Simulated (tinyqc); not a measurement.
Inside a calculation. Method: Hueckel theory of the pi electrons, for the molecule C=CC(=C)C=CN (SMILES; centres numbered as the heavy atoms are written). One step of it, computed by the program tinyqc.

Question. Orbitals. Diagonalise; E = alpha + x beta with beta < 0, so the largest x are filled first; degenerate levels share their electrons. P = sum n_i c_ri c_si; each orbital has its largest coefficient positive (the first on a tie).

Hueckel matrix in units of beta (H = alpha + beta A), lower triangle:
```
          1C        2C        3C        4C        5C        6C        7N
1C  0.000000
2C  1.000000  0.000000
3C  0.000000  1.000000  0.000000
4C  0.000000  0.000000  1.000000  0.000000
5C  0.000000  0.000000  1.000000  0.000000  0.000000
6C  0.000000  0.000000  0.000000  0.000000  1.000000  0.000000
7N  0.000000  0.000000  0.000000  0.000000  0.000000  0.800000  1.500000
```

pi electrons, sum of z_r less the charge = 8

Give: x values; occupations; coefficients; charge and bond-order matrix P.

Answer.

x values: 2.0751  1.7511  0.8623  0.4004  -0.5739  -1.0722  -1.9429

occupations: 2.0000  2.0000  2.0000  2.0000  0.0000  0.0000  0.0000

coefficients:
```
       MO1      MO2      MO3      MO4      MO5      MO6      MO7
1C  0.1278  -0.2325   0.5800  -0.3009   0.5059  -0.4435   0.2237
2C  0.2651  -0.4072   0.5002  -0.1205  -0.2903   0.4755  -0.4346
3C  0.4224  -0.4805  -0.1488   0.2527  -0.3393  -0.0663   0.6207
4C  0.2035  -0.2744  -0.1725   0.6310   0.5912   0.0619  -0.3195
5C  0.4078  -0.1599  -0.4559  -0.4093  -0.1062  -0.4662  -0.4518
6C  0.4238   0.2006  -0.2443  -0.4166   0.4002   0.5662   0.2572
7N  0.5896   0.6389   0.3065   0.3031  -0.1544  -0.1761  -0.0598
```

charge and bond-order matrix P, lower triangle:
```
         1C       2C       3C       4C       5C      6C      7N
1C   0.9948
2C   0.9099   1.0015
3C   0.0067   0.4056   0.9906
4C  -0.4003   0.0067   0.8059   1.0893
5C  -0.1040  -0.0110   0.4269  -0.1054   1.1344
6C  -0.0177  -0.0826   0.0275  -0.3789   0.8453  0.9062
7N   0.0267   0.0259  -0.0539   0.1661  -0.2510  0.3537  1.8832
```
